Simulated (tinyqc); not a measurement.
Inside a calculation: carbon nanotube by zone folding. Values are carried at full precision from step to step, so a last printed digit may differ when a step is redone from the rounded ones.

Circumference C = n a1 + m a2, a = sqrt3 acc; d = a sqrt(n^2 + nm + m^2)/pi; tan(theta) = sqrt3 m/(2n + m); dR = gcd(2n + m, 2m + n); T = t1 a1 + t2 a2 with t1 = (2m + n)/dR, t2 = -(2n + m)/dR, |T| = sqrt3 pi d/dR; N = 2 (n^2 + nm + m^2)/dR hexagons a cell. On cutting line mu = 0 to N - 1 at x = k|T|/(2 pi) the phases are p1 = 2 pi (-t2 mu + m x)/N, p2 = 2 pi (t1 mu - n x)/N, and E = -/+ t |1 + exp(i p1) + exp(i p2)|.

Constants: hbar^2/2m0 = 3.80998211 eV angstrom^2.

Inputs chosen for the exercise (near those used for carbon; not measured data): n = 13 (chiral index); m = 5 (chiral index); acc = 1.44 angstrom (bond length); t = 2.63 eV (hopping); mu = 173 (cutting line); x = -0.17 (position on the line).

## Geometry

Form d, theta, dR, t1, t2, N and |T|, and (n - m) mod 3.

d = 12.777 angstrom
theta = 15.61 degrees

dR, t1, t2, N: 1  23  -31  518

|T| = 69.524 angstrom
(n - m) mod 3 = 2

The nearest line misses K by a third of the spacing 2/d: semiconducting in zone folding; chiral, 1036 atoms a cell.

## One point of one line

Form the phases and the energy.

p1, p2 (rad): 65.04128  48.29089

E of the upper band = 0.3082 eV

## Band edges

The three lowest distinct minima of E along the lines, doubled (the transition between mirror bands), against the cone: 2 t acc j/d with j = 1, 2, 4 for semiconducting and 0, 3, 3 for metallic tubes.

Transitions (eV):
```
order  zone folding    cone
1            0.5995  0.5928
2            1.1488  1.1856
3            2.4255  2.3713
```

Trigonal warping puts the first transition +1.1 % and the second -3.1 % from the cone; the two lines lie on opposite sides of K, where the contours bend oppositely. Measured optical lines also hold self-energy and exciton terms.

## Mass at the first band edge

Cone estimate: E^2 = (Eg/2)^2 + (hbar v k)^2, hbar v = 3 t acc/2, Eg = 2 t acc/d, so m/m0 = c Eg/(hbar v)^2, c = hbar^2/2m0.

hbar v = 5.6808 eV angstrom
Eg = 0.5928 eV
mass = 0.0700 m0

Run: tinyqc, `OMP_NUM_THREADS=1 python tinyqc.py 1480613 1480614 out.jsonl`; Intel(R) Xeon(R) Processor @ 2.30GHz, one thread, shared host; about 0.03 s of CPU time with all checks.
